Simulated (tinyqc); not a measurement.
Inside a calculation: dielectric confinement in a thin film (image charges). Values are carried at full precision from step to step, so a last printed digit may differ when a step is redone from the rounded ones.

A film |z| < t/2 of dielectric constant eps between half-spaces of dielectric constant e2; lam = (eps - e2)/(eps + e2), q = e^2/(4 pi eps0). The self-energy of a band edge is taken with the high-frequency value, e2 = eh, and the field of a fixed ion with the static one, e2 = eo. A charge at z has images lam^|n| at n t + (-1)^n z. Its self-energy is S(z) = (q/2 eps) sum over n >= 1 of lam^n [1/(n t - 2z) + 1/(n t + 2z)] for odd n and 2 lam^n/(n t) for even n; at the centre S(0) = -(q/(eps t)) ln(1 - lam).

Constants: e^2/(4 pi eps0) = 14.39964547 eV angstrom; hbar^2/2m0 = 3.80998211 eV angstrom^2; Ry = 13.60569312 eV.

Inputs chosen for the exercise (near those of an InGaAs film between layers of SiO2; not measured data): t = 72 angstrom (film thickness); eps = 12.9 (dielectric constant of the film); eh = 2.1 (high-frequency dielectric constant outside); mz = 0.045 m0 (mass across the film); eo = 3.8 (static dielectric constant outside); m = 0.046 m0 (mass in the plane).

## Images for a charge at the centre

Give lam, the first five terms (q/eps) lam^n/(n t), their sum and the closed form.

lam = 0.7200

terms (meV): 11.16  4.02  1.93  1.04  0.60

sum of five = 18.75 meV
S(0) = 19.74 meV

The surroundings screen less than the film, so the images repel and each band edge moves outwards: the gap changes by about 2 S = +39 meV. The static value 3.8 would give S(0) = +12.2 meV.

## Self-energy across the film

S at 2z/t = 0, 0.2, 0.4, 0.6, 0.8 and 0.9, summed to n = 399.

Self-energy:
```
2z/t  z (angstrom)  S (meV)
0.0            0.0    19.74
0.2            7.2    20.21
0.4           14.4    21.90
0.6           21.6    26.11
0.8           28.8    39.75
0.9           32.4    67.54
```

Towards the wall S diverges as (q lam/4 eps)/(distance), an artefact of the abrupt interface that the vanishing envelope makes harmless.

## Shift of the subband edge

First order: <S> over the envelope (2/t) cos^2(pi z/t), beside the confinement energy c (pi/t)^2/mz, c = hbar^2/2m0.

<S> = 22.21 meV
confinement energy = 161.19 meV

|<S>| is 0.14 times the confinement energy; the first goes as 1/t and the second as 1/t^2, so they are equal at t = 523 angstrom.

## Binding of a donor

Donor at the centre, lam from the static eo, trial function cos(pi z/t) exp(-rho/l): E(l) = c/(m l^2) - (q/eps) times the integral over k of F(k t) (1 + (k l/2)^2)^(-3/2), with F(x) = F0 + 2 lam exp(-x) G/(1 - lam exp(-x)), F0 = 2[(1 - exp(-x/2))/x + x (1 + exp(-x/2))/(x^2 + 4 pi^2)], G = 2 sinh(x/2)[1/x - x/(x^2 + 4 pi^2)]; c = hbar^2/2m0. The binding energy is -E at the minimum, counted from the subband edge with its self-energy.

Minimise over l with and without images (lam = 0); Ry* = Ry m/eps^2.

Donor:
```
case         l (angstrom)  binding (meV)  in Ry*
no images           100.9           10.7    2.84
with images          81.5           28.9    7.67
```

Ry* = 3.76 meV

The images change the binding by +18.2 meV, against -2 (q/(eps t)) ln(1 - lam) = +24.4 meV for an orbit much smaller than t. At 300 K the binding is 1.1 kB T.

## Checks

- S(0) from the series against the closed form, meV: both 19.74.
- F(2.3) for lam = 0.7200 from a direct sum over images against the closed form: both 0.8990.

(tinyqc, `OMP_NUM_THREADS=1 python tinyqc.py 1280908 1280909 out.jsonl`, Intel(R) Xeon(R) Processor @ 2.30GHz, 1 thread, shared host, about 0.03 s.)
